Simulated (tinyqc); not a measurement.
## Gate voltage for a given inversion charge

Question. p-type body, charge-sheet picture, depletion and inversion only, full ionisation (an idealisation for deep acceptors), Boltzmann statistics (rough once Na exp(x - xn) passes about Nc/7). In units of Vt: xg = (Vg - Vfb)/Vt, x = psi/Vt, G = gamma/sqrt(Vt), xn = (2 phiF + Vc)/Vt. The implicit equation is (xg - x)^2 = G^2 [x - 1 + exp(x - xn)] for x above about 3. Cox = eps0 eox/tox. ni = sqrt(Nc Nv) exp(-Eg/(2 Vt)), Eg in volts; phiF = Vt ln(Na/ni); gamma = sqrt(2 q eps0 eps_r Na)/Cox. N_inv = (Cox Vt G/q) [sqrt(x - 1 + exp(x - xn)) - sqrt(x - 1)]. Find x - xn, psi and Vg.

Parameters, values chosen for the exercise; band and dielectric values close to those of silicon: temperature T = 250 K; band gap Eg = 1.11 eV; relative permittivity eps_r = 11.9; conduction-band density of states at T Nc = 2.13e19 cm^-3; valence-band density of states at T Nv = 1.99e19 cm^-3; relative permittivity of the gate insulator (close to silicon dioxide) eox = 3.9; insulator thickness tox = 8.2 nm; acceptor density Na = 1.3e18 cm^-3; flat-band voltage Vfb = -0.52 V; channel-body voltage Vc = 0.5 V.

Constants: q = 1.602176634e-19 C, kB = 1.380649e-23 J/K, Vt = kB T/q, eps0 = 8.8541878128e-14 F/cm where lengths are in cm. Results are converted to the units shown.

N_inv = 2e10 cm^-2

Solution. N_inv rises steadily with x, so it fixes x; the implicit equation then gives xg directly.

x - xn = -0.611
psi = 1.48 V
Vg = 2.86 V

Program tinyqc, `OMP_NUM_THREADS=1 python tinyqc.py 2122030 2122031 out.jsonl`; Intel Xeon 2.30GHz, shared host, one thread, about 0.01 s.
